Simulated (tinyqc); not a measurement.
Hall factor, magnetoresistance and optical conductivity for a power-law relaxation time: one step, computed by the program tinyqc. Command: `OMP_NUM_THREADS=1 python tinyqc.py 3030627 3030628 out.jsonl magneto walk`. One thread of a shared host (Intel(R) Xeon(R) Processor @ 2.30GHz), about 0.01 s of CPU time with the checks.

One spherical parabolic band, tau(E) = tau_0 x^s with x = E/(k_B T). Landau quantisation is left out.

Problem. Limits. mu = e <tau>/m; weak field r_H = <tau^2>/<tau>^2 and MR = c (mu B)^2, c = <tau^3>/<tau>^3 - r_H^2; strong field r_H = 1 and MR = <tau> <1/tau> - 1.

Inputs (values chosen for the exercise, with a mass close to that of electrons in germanium): effective mass m = 0.12 m_0; tau_0 = 300 fs; temperature T = 150 K.

<tau>/tau_0 = 0.8522856

<tau^2>/tau_0^2 = 0.7522158

<tau^3>/tau_0^3 = 0.6913114

<1/tau> tau_0 = 1.209916

Constants: e = 1.602176634e-19 C; m_0 = 9.1093837015e-31 kg.

Give: drift mobility mu; weak-field Hall factor; coefficient c; saturation MR.

Solution.

drift mobility mu = 3748 cm^2/(V s)

weak-field Hall factor = 1.036

coefficient c = 0.04428

saturation MR = 3.119 %
